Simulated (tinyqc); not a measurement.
Phase-change memory cell, resistance drift and retention: one step of the calculation.

The amorphous state follows Ra = R0 (t/t0)^nu exp[(q Ec/kB)(1/T - 1/(300 K))], with nu taken as independent of T. An intermediate level follows the logarithmic mixing rule ln R = (1 - fa) ln Rc + fa ln Ra with constant Rc. The time to lose the data by crystallisation is tr = tx exp[(q Ex/kB)(1/T - 1/Tx)]; 1 year = 3.15576e7 s. These are empirical laws.

Question. Resistances at the read. Ra and the intermediate level as above; its effective drift exponent is fa nu.

Values chosen for this exercise; values of the order found in chalcogenide phase-change cells: resistance of the amorphous state at t0 and 300 K R0 = 1.5 Mohm; reference time t0 = 0.1 s; drift exponent nu = 0.12; activation energy of conduction Ec = 0.17 eV; operating temperature T = 398 K; time of the read t = 86400 s; amorphous share of an intermediate level fa = 0.63; resistance of the crystalline state Rc = 5.6 kohm.

Constants: q = 1.602176634e-19 C, kB = 1.380649e-23 J/K. Results are converted to the units shown.

Find: drift factor; temperature factor; Ra; intermediate level; effective exponent.

Answer.

drift factor = 5.1568
temperature factor = 0.19806
Ra = 1.5320 Mohm
intermediate level = 0.19211 Mohm
effective exponent = 0.075600

Computed by the program tinyqc: `OMP_NUM_THREADS=1 python tinyqc.py 2880139 2880140 out.jsonl`, one thread of a shared Intel Xeon 2.30GHz, about 0.01 s for the whole run.
